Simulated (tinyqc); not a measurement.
What moves the response: phonon-assisted absorption at an indirect gap.

alpha(E) = sum_j A_j [N_j (E - Eg + w_j)^2 + (N_j + 1)(E - Eg - w_j)^2], each bracket counted only where its base is positive; N_j = 1/(exp(w_j/kB T) - 1). The first term absorbs a phonon and the second emits one; excitons and direct transitions are left out.

Photodiode (Gaertner form with a dead layer): QE = (1 - R) exp(-alpha xj) [1 - exp(-alpha W)/(1 + alpha L)], R = ((nr - 1)/(nr + 1))^2; responsivity = QE/E in A/W for E in eV.

Constants: kB = 8.617333262e-05 eV/K.

Inputs chosen for the exercise (loosely those of Si at room temperature; Eg is not tied to T; not measured data):
- Eg = 1.125 eV (indirect gap, held fixed unless listed)
- w = (59.8, 18.4) meV (two zone-edge phonons)
- A = (2600, 390) 1/(cm eV^2) (their strengths)
- T = 400 K
- E = 1.207 eV (photon energy)
- nr = 3.66 (refractive index)
- xj = 0.065 micrometre (dead layer at the surface)
- W = 3.2 micrometre (depleted width)
- L = 49 micrometre (minority diffusion length below it)

At the energy E.

One parameter was then changed.

Results before and after:
```
case     alpha (1/cm)      QE
base            22.14  0.0703
changed         22.14  0.0683
```

Which of these changes was made? (a) nr = 3.84; (b) Eg = 1.105 eV; (c) W = 6.4 micrometre; (d) L = 24.5 micrometre; (e) T = 450 K; (f) xj = 0.13 micrometre.

Answer: (a) nr = 3.84. Of the candidates, run in turn, only this one gives the changed row.

All candidates:
```
case                  alpha (1/cm)      QE
base                         22.14  0.0703
Eg = 1.105 eV                34.81  0.1046
T = 450 K                    26.51  0.0825
W = 6.4 micrometre           22.14  0.0745
L = 24.5 micrometre          22.14  0.0392
xj = 0.13 micrometre         22.14  0.0703
nr = 3.84                    22.14  0.0683
```

(tinyqc, `OMP_NUM_THREADS=1 python tinyqc.py 1682360 1682361 out.jsonl`, Intel(R) Xeon(R) Processor @ 2.30GHz, 1 thread, shared host, about 0.01 s.)
